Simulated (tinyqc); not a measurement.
Averaged masses of warped heavy- and light-hole bands: one step. Other forms of the parameters. Two cases, with inputs chosen for the exercise.

Task: Dresselhaus-Kip-Kittel form E = c [A k^2 -/+ sqrt(B^2 k^4 + C^2 (kx^2 ky^2 + ky^2 kz^2 + kz^2 kx^2))] with A = g1, B = 2 g2, C^2 = 12 (g3^2 - g2^2). Spherical form: mu = (6 g3 + 4 g2)/(5 g1), delta = (g3 - g2)/g1, masses 1/(g1 (1 -/+ mu)). Effective rydberg R* = Ry/(g1 eps^2) and radius a* = a0 g1 eps.

Constants: Ry = 13.60569312 eV; a0 (Bohr radius) = 0.5291772105 angstrom.

Give: A, B, |C|; mu, delta; spherical masses, heavy and light; R*; a*.

Case 1.

Values chosen (near those of Ge; not measured data): g1 = 13.21 (Luttinger gamma1); g2 = 4.18 (gamma2); g3 = 5.69 (gamma3); eps = 15.08 (dielectric constant).

Result:

A, B, |C|: 13.210  8.360  13.373

mu, delta: 0.7700  0.1143

spherical masses, heavy and light (m0): 0.3292  0.0428

R* = 4.53 meV
a* = 105.4 angstrom

delta/mu = 0.15 measures the warping against the spherical splitting.

Case 2.

Values chosen (near those of GaSb; not measured data): g1 = 13.39 (Luttinger gamma1); g2 = 4.67 (gamma2); g3 = 6.04 (gamma3); eps = 15.31 (dielectric constant).

Result:

A, B, |C|: 13.390  9.340  13.269

mu, delta: 0.8203  0.1023

spherical masses, heavy and light (m0): 0.4156  0.0410

R* = 4.34 meV
a* = 108.5 angstrom

delta/mu = 0.12 measures the warping against the spherical splitting.

Computed by tinyqc, one run a case: `OMP_NUM_THREADS=1 python tinyqc.py N N+1 out.jsonl` with N = 1080818, 1081018; one thread of a shared Intel(R) Xeon(R) Processor @ 2.30GHz, about 0.04 s a run at most.
